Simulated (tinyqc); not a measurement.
Sub-threshold conduction and electro-thermal threshold of an amorphous chalcogenide: one step of the calculation.

Trap-limited conduction: I = I0 exp(-Ea/kB T) sinh(q V dz/(2 ua kB T)), I0 = 2 q A Nt dz/ta. One lumped temperature T = T0 + Rt I V. The threshold is the largest V for which a steady state exists on the low-current branch.

Task. Self-heating. I at the present T, then T(new) = T0 + Rt I V.

Parameters, values chosen for the exercise; values of the order of Ge-Sb-Te and related chalcogenides:
- T0 = 300 K (ambient temperature)
- A = 1100 nm^2 (cross-section)
- ua = 31 nm (amorphous thickness)
- dz = 7.5 nm (distance between traps)
- Ea = 0.3 eV (activation energy)
- Nt = 4e19 cm^-3 (trap density)
- ta = 1e-15 s (attempt time)
- Rt = 1.3 K/uW (thermal resistance)
- V = 0.615 V (voltage across the amorphous layer)

Constants: q = 1.602176634e-19 C, kB = 1.380649e-23 J/K. Results are converted to the units shown.

T after iteration 1 = 306.83394 K

Give: I; T after iteration 2.

Result.

I = 10.38 uA
T after iteration 2 = 308.3 K

Range of the model: Purely electronic switching mechanisms, filaments and series resistance are left out.

Computed by the program tinyqc: `OMP_NUM_THREADS=1 python tinyqc.py 2490049 2490050 out.jsonl`, one thread of a shared Intel Xeon 2.30GHz, about 0.01 s for the whole run.
